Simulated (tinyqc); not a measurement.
Defect-molecule model of a vacancy with Jahn-Teller distortion: sweeps and comparisons. A value that a table varies takes the place of the one given here.

Four dangling hybrids a, b, c, d point into the vacancy: H_ii = E0, and -gm between any two. A tetragonal distortion Q pairs a with b and c with d: those two couplings become -gm - I Q and the other four -gm + I Q/2, at an elastic cost k Q^2/2. The a1 level holds two electrons; charge states 2+, + and 0 put n = 0, 1, 2 more into the lowest level of t2 origin. Energy from the 2+ state at Q = 0, with the Fermi level mu counted from Ev: W_n(Q) = n (et - 2 I Q) + k Q^2/2 + Uc n (n - 1)/2 - n mu. et = E0 + gm is the undistorted t2 level.

Constants: kB = 8.617333262e-05 eV/K.

Parameters, chosen for this exercise (of the size used for the vacancy in silicon; not measured data):
- E0 = -0.12 eV (level of a dangling hybrid, from Ev)
- gm = 0.36 eV (coupling between two dangling hybrids)
- I = 1.06 eV/angstrom (Jahn-Teller coupling)
- k = 14.2 eV/angstrom^2 (force constant of the mode)
- Uc = 0.36 eV (repulsion of two electrons in one orbital)
- T = 200 K (temperature)
- mu1 = -0.02 eV (first Fermi level)

## Occupation against the Fermi level

Weights g_n exp(-W_n/kT) with W_n = n et - n^2 E_JT + Uc n (n - 1)/2 - n mu, E_JT = 2 I^2/k, degeneracies 1, 6 (spin and three axes) and 3; mu = mu1 + 0.03 j eV.

Shares:

| mu (eV) | 2+ | + | 0 | mean charge |
|---|---|---|---|---|
| -0.02 | 0.9839 | 0.0161 | 0.0000 | 1.9839 |
| 0.01 | 0.9146 | 0.0854 | 0.0001 | 1.9145 |
| 0.04 | 0.6518 | 0.3470 | 0.0012 | 1.6506 |
| 0.07 | 0.2441 | 0.7409 | 0.0150 | 1.2291 |
| 0.10 | 0.0493 | 0.8522 | 0.0985 | 0.9507 |
| 0.13 | 0.0061 | 0.5991 | 0.3948 | 0.6112 |
| 0.16 | 0.0004 | 0.2101 | 0.7895 | 0.2109 |
| 0.19 | 0.0000 | 0.0446 | 0.9554 | 0.0446 |
| 0.22 | 0.0000 | 0.0081 | 0.9919 | 0.0081 |

What does this show?

U_eff = Uc - 2 E_JT = +0.043 eV and kT = 17.2 meV (the vacancy in silicon is known as negative-U; these values are not). The + state reaches at most 85.2 % on these rows, at mu = 0.10 eV. The mean charge goes from 1.98 to 0.01. Rows with mu < 0 lie in the valence band and are formal.

## When U turns negative

The force constant is varied. E_JT = 2 I^2/k, E(2+/+) = et - E_JT, E(+/0) = et - 3 E_JT + Uc, U_eff = Uc - 2 E_JT.

Against k:

| k (eV/angstrom^2) | E_JT (eV) | (2+/+) (eV) | (+/0) (eV) | U_eff (eV) | Q of the neutral state (angstrom) |
|---|---|---|---|---|---|
| 8 | 0.2809 | -0.0409 | -0.2427 | -0.2018 | 0.5300 |
| 12 | 0.1873 | 0.0527 | 0.0382 | -0.0145 | 0.3533 |
| 16 | 0.1404 | 0.0995 | 0.1787 | 0.0791 | 0.2650 |
| 24 | 0.0936 | 0.1464 | 0.3191 | 0.1727 | 0.1767 |
| 32 | 0.0702 | 0.1698 | 0.3893 | 0.2195 | 0.1325 |
| 48 | 0.0468 | 0.1932 | 0.4596 | 0.2664 | 0.0883 |
| 64 | 0.0351 | 0.2049 | 0.4947 | 0.2898 | 0.0663 |
| 96 | 0.0234 | 0.2166 | 0.5298 | 0.3132 | 0.0442 |

k at which U_eff = 0 = 12.48 eV/angstrom^2

How do the results move?

Levels below 0 lie in the valence band. U_eff is negative for k below 4 I^2/Uc = 12.5: 2 of the 8 rows. The gain grows as n^2, so the second electron wins 3 E_JT where the first wins E_JT. For a stiff lattice the levels tend to et = 0.240 and et + Uc = 0.600 eV. Distortions above about 0.5 angstrom (1 of the rows) are beyond a linear coupling.

## What each parameter does

E_JT = 2 I^2/k, E(2+/+) = et - E_JT, E(+/0) = et - 3 E_JT + Uc, U_eff = E(+/0) - E(2+/+); a1 level E0 - 3 gm. Each row changes one parameter from the base and keeps the others.

Results:

| case | (2+/+) (eV) | (+/0) (eV) | U_eff (eV) | a1 (eV) |
|---|---|---|---|---|
| base | 0.0817 | 0.1252 | 0.0435 | -1.2000 |
| E0 = -0.07 eV | 0.1317 | 0.1752 | 0.0435 | -1.1500 |
| gm = 0.4 eV | 0.1217 | 0.1652 | 0.0435 | -1.3200 |
| I = 1.166 eV/angstrom | 0.0485 | 0.0255 | -0.0230 | -1.2000 |
| k = 15.62 eV/angstrom^2 | 0.0961 | 0.1684 | 0.0723 | -1.2000 |
| Uc = 0.42 eV | 0.0817 | 0.1852 | 0.1035 | -1.2000 |

What does this show?

The largest shifts from the base row, up to three for each result and ties (the steps differ in size, so this ranks the rows, not the parameters). (2+/+) (eV): E0 +0.0500, gm +0.0400, I -0.0332; unchanged at the printed digits by Uc. (+/0) (eV): I -0.0997, Uc +0.0600, E0 +0.0500. U_eff (eV): I -0.0665, Uc +0.0600, k +0.0288; unchanged at the printed digits by E0 and gm. a1 (eV): gm -0.1200, E0 +0.0500; unchanged at the printed digits by I, k and Uc. E0 and gm move both levels alike, so U_eff depends on I, k and Uc alone.

Program tinyqc; command `OMP_NUM_THREADS=1 python tinyqc.py 1451981 1451982 out.jsonl`; about 0.01 s on one thread of a shared Intel(R) Xeon(R) Processor @ 2.30GHz.
